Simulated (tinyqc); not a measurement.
From results back to parameters: thin-film optics by transfer matrices. Three cases, with inputs chosen for the exercise.

Problem. A bare substrate in air: with rho = tan(Psi) exp(i Delta), Delta = 180 degrees at small angles on a dielectric, conj(eps) = sin^2(theta) [1 + tan^2(theta) ((1 - rho)/(1 + rho))^2], and n + i k = sqrt(eps).

Case 1.

Values chosen (out of a larger set: indices near those of Si3N4, SiO2 on Si; not measured data): lam = 248 nm (vacuum wavelength); theta_e = 60 degrees (angle of the ellipsometer).

Psi = 37.9460 degrees
Delta = 141.9066 degrees

Case 2.

Values chosen (out of a larger set: indices near those of resist, ARC on W; not measured data): lam = 633 nm (vacuum wavelength); theta_e = 65 degrees (angle of the ellipsometer).

Psi = 28.2843 degrees
Delta = 146.3006 degrees

Case 3.

Values chosen (out of a larger set: indices near those of Si3N4, SiO2 on Cu; not measured data): lam = 633 nm (vacuum wavelength); theta_e = 75 degrees (angle of the ellipsometer).

Psi = 42.8545 degrees
Delta = 87.9279 degrees

Find: rho; eps; n; k.

Solution. Form rho, insert it, conjugate, and take the root with k >= 0.

Case 1.

rho = -0.6137+0.4811i
eps = -11.24+11.71i
n = 1.580
k = 3.706

Case 2.

rho = -0.4477+0.2986i
eps = 4.42+20.62i
n = 3.572
k = 2.887

Case 3.

rho = 0.0335+0.9272i
eps = -11.02+1.81i
n = 0.271
k = 3.331

Computed by tinyqc, one run a case: `OMP_NUM_THREADS=1 python tinyqc.py N N+1 out.jsonl` with N = 1682020, 1682034, 1682067; one thread of a shared Intel(R) Xeon(R) Processor @ 2.30GHz, about 0.01 s a run at most.
